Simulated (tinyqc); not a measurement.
Comparisons within one model: Tamm state at the end of a one-band chain. A value that a table varies takes the place of the one given here.

A half-infinite chain with site energy 0 and hopping -t, band E = -2t cos(ka); the end site has energy D. The surface Green function of the unperturbed half chain is g = (E -/+ sqrt(E^2 - 4t^2))/(2t^2), the root with |t g| <= 1 and Im g <= 0, and with the shift G = g/(1 - D g).

Inputs chosen for the exercise: t = 1.76 eV (hopping); a = 3 angstrom (spacing); D = 2.33 eV (shift of the end site); E = -1.38 eV (energy in the band).

## Threshold for a surface state

For |D| > t: E = D + t^2/D, weight on the end site 1 - t^2/D^2, decay length of the amplitude a/ln|D/t|; a dash: no bound state. The last column is the surface density -Im G/pi at E = 0.

Against D:
```
D/t    D (eV)   E (eV)  end weight  decay length (angstrom)  density at E = 0 (1/eV)
-3.00  -5.280  -5.8667      0.8889                     2.73                   0.0181
-2.00  -3.520  -4.4000      0.7500                     4.33                   0.0362
-1.40  -2.464  -3.7211      0.4898                     8.92                   0.0611
-1.10  -1.936  -3.5360      0.1736                    31.48                   0.0818
-0.80  -1.408        -           -                        -                   0.1103
0.50    0.880        -           -                        -                   0.1447
0.95    1.672        -           -                        -                   0.0951
1.05    1.848   3.5242      0.0930                    61.49                   0.0860
1.30    2.288   3.6418      0.4083                    11.43                   0.0672
2.50    4.400   5.1040      0.8400                     3.27                   0.0249
```

A state splits off only for |D| > t = 1.76 eV, although in the middle of an endless chain any shift binds one. Just past the threshold, at D/t = 1.05, it lies 4.2 meV outside the band and spreads over 61.5 angstrom; at D/t = -3 it holds 89 % of the end site, and the density left at the band centre has fallen to 0.10 of the clean value.

## What each parameter does

E = D + t^2/D, weight 1 - (t/D)^2, decay length -a/ln|t/D|, surface density -Im G/pi at E. Each row changes one parameter from the base and keeps the others.

Results:
```
case              bound level (eV)  weight  decay (angstrom)  density (1/eV)
base                        3.6594  0.4294            10.693          0.0439
t = 1.848 eV                3.7957  0.3709            12.944          0.0453
D = 2.796 eV                3.9039  0.6038             6.481          0.0349
a = 3.3 angstrom            3.6594  0.4294            11.762          0.0439
E = -0.69 eV                3.6594  0.4294            10.693          0.0542
```

The largest shifts from the base row, up to three for each result and ties (the steps differ in size, so this ranks the rows, not the parameters). bound level (eV): D +0.2444, t +0.1363; unchanged at the printed digits by a and E. weight: D +0.1743, t -0.0585; unchanged at the printed digits by a and E. decay (angstrom): D -4.212, t +2.251, a +1.069; unchanged at the printed digits by E. density (1/eV): E +0.0103, D -0.0090, t +0.0014; unchanged at the printed digits by a.

Run: tinyqc, `OMP_NUM_THREADS=1 python tinyqc.py 1452478 1452479 out.jsonl`; Intel(R) Xeon(R) Processor @ 2.30GHz, one thread, shared host; about 0.01 s of CPU time with all checks.
